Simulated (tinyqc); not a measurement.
Collinear exchange A + BC -> AB + C on a London-Eyring-Polanyi-Sato surface: saddle, string of images and rate: one step, computed by the program tinyqc.

x = r(AB), y = r(BC), r(AC) = x + y. V is counted from separated atoms, the barrier from A + BC, that is V + D(BC).

Task: One point of the surface. For each pair, with u = exp(-beta (r - r0)): Q = D [(3 + S) u^2 - (2 + 6 S) u]/(4 (1 + S)), J = D [(1 + 3 S) u^2 - (6 + 2 S) u]/(4 (1 + S)); V = Q1 + Q2 + Q3 - sqrt(((J1 - J2)^2 + (J2 - J3)^2 + (J3 - J1)^2)/2). Take x = r0(AB) + 0.3 and y = r0(BC) + 0.1 angstrom.

Inputs (values chosen for the exercise, for a model exchange):
```
quantity          value        unit
D(AB)               4.3          eV
r0(AB)            0.912    angstrom
beta(AB)           2.02  1/angstrom
D(BC)              3.61          eV
r0(BC)            0.898    angstrom
beta(BC)           1.98  1/angstrom
D(AC)              3.74          eV
r0(AC)             1.03    angstrom
beta(AC)              2  1/angstrom
Sato parameter S   0.15           -
```

Give: the table «Pair terms» with the columns u, Q (eV), J (eV), for pair = AB, BC, AC; V.

Result:

Pair terms:
```
pair       u   Q (eV)  J (eV)
AB    0.5455  -0.6025  -2.809
BC    0.8204  -0.2033  -3.290
AC    0.0944  -0.1998  -0.473
```

V = -3.616 eV
